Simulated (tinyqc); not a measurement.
Worked calculation: delta-doped layer in the Thomas-Fermi potential. Values are carried at full precision from step to step, so a last printed digit may differ when a step is redone from the rounded ones.

All donors ionised in the plane z = 0, zero temperature, energies from the Fermi level EF of the Thomas-Fermi model, which lies at the bulk band edge; c = hbar^2/2m0, q = e^2/(4 pi eps0). Layer in a (001) plane: two valleys with m_z = ml, m_d = mt (unprimed) and four with m_z = mt, m_d = sqrt(ml mt) (primed); m3 = (ml mt^2)^(1/3), gv = 6. With n = (gv/3 pi^2)(m3 (-V)/c)^(3/2) and V'' = -(4 pi q/eps) n for z > 0, the solution is V = -b/(|z| + z0)^4 with sqrt(b) = 20/K, K = (4 pi q/eps)(gv/3 pi^2)(m3/c)^(3/2), and z0^5 = 4b/(e F0), e F0 = 2 pi q N/eps; 1e13/cm^2 = 1e-3/angstrom^2. Exchange and correlation are left out.

Constants: hbar^2/2m0 = 3.80998211 eV angstrom^2; e^2/(4 pi eps0) = 14.39964547 eV angstrom.

Inputs chosen for the exercise (near those of a delta-doped layer in Si; the results hold for these values, not for the real material):

| symbol | value | unit | meaning |
|---|---|---|---|
| ml | 0.914 | m0 | longitudinal mass |
| mt | 0.192 | m0 | transverse mass |
| eps | 11.7 |  | dielectric constant |
| N | 12 | x 1e13/cm^2 | donor sheet density |

## The Thomas-Fermi well

Give K, b, e F0, z0 and the depth b/z0^4.

K = 0.077356 eV^(-1/2) angstrom^-2
b = 66845 eV angstrom^4
e F0 = 0.092796 eV/angstrom
z0 = 19.58 angstrom
depth = 0.4543 eV

Half of the electrons lie within |z| < (2^(1/5) - 1) z0 = 2.9 angstrom. The mean donor spacing in the plane is 9.1 angstrom, against a Bohr radius 0.529177 eps/m3 = 19.2 angstrom: the orbits overlap many donors, so a smeared sheet is a fair model in the plane. Across the plane the Thomas-Fermi density is more peaked than that of the quantised subbands, the more so the fewer are filled.

## Profile

V = -b/(|z| + z0)^4, n and the share of electrons beyond |z|, (z0/(|z| + z0))^5, at z = 0, 0.1, 0.25, 0.5, 1 and 2 times z0; n = (eps/(4 pi q)) 20 b/(|z| + z0)^6, q = e^2/(4 pi eps0), 1/angstrom^3 = 1e24/cm^3.

Profile:

| z (angstrom) | V (eV) | n (1e19/cm^3) | share beyond |
|---|---|---|---|
| 0.0 | -0.4543 | 153 | 1.000 |
| 2.0 | -0.3103 | 86.5 | 0.621 |
| 4.9 | -0.1861 | 40.2 | 0.328 |
| 9.8 | -0.0897 | 13.4 | 0.132 |
| 19.6 | -0.0284 | 2.39 | 0.031 |
| 39.2 | -0.0056 | 0.210 | 0.004 |

## Subbands

Subbands solve -(c/m_z) psi'' + V psi = E psi on 1280 points of spacing z0/80; up to ten levels for each group, kept if bound with an rms width below 2.5 z0.

List the bound levels with their rms width.

Subbands:

| label | valleys g | m_d (m0) | E (eV) | rms z (angstrom) |
|---|---|---|---|---|
| 0 | 2 | 0.1920 | -0.2127 | 4.6 |
| 0' | 4 | 0.4189 | -0.1261 | 10.6 |
| 1 | 2 | 0.1920 | -0.0360 | 15.2 |
| 2 | 2 | 0.1920 | -0.0056 | 36.7 |

The lowest level lies 53 % of the way up the well, and 0' follows 87 meV higher.

## Filling the subbands

At zero temperature n_i = g m_d (mu - E_i)/(2 pi c) for E_i < mu, c = hbar^2/2m0; find mu from sum n_i = N (1e13/cm^2 = 1e-3/angstrom^2).

mu = -0.0080 eV

n_i in the order of the list (1e13/cm^2): 3.284  8.266  0.450  0.000

3 subbands filled in part, the lowest with 27 % of the electrons. The potential was built for a Fermi level at 0; filling its quantised levels puts mu 1.8 % of the depth below that, which shows how nearly the two pictures agree. The fullest is 0', with 69 %.

## Estimate from a V-shaped well

Near z = 0 the well is -depth + e F0 |z|, whose levels are a (c (e F0)^2/m_z)^(1/3) with a = 1.018793 (even) and 2.338107 (odd); c = hbar^2/2m0, m_z = ml, for the unprimed levels.

levels 0 and 1 (eV): -0.1183  0.3169

Level 0 comes out 94 meV too high, since screening flattens the true well away from the plane, and level 1 lands above the rim at 0.

## Checks

- Integral of the Thomas-Fermi density against N, 1e13/cm^2: both 12.00.
- Lowest level on a finer grid (z0/200), eV: both -0.213.

tinyqc: `OMP_NUM_THREADS=1 python tinyqc.py 1282074 1282075 out.jsonl`; about 0.1 s, one thread, shared Intel(R) Xeon(R) Processor @ 2.30GHz.
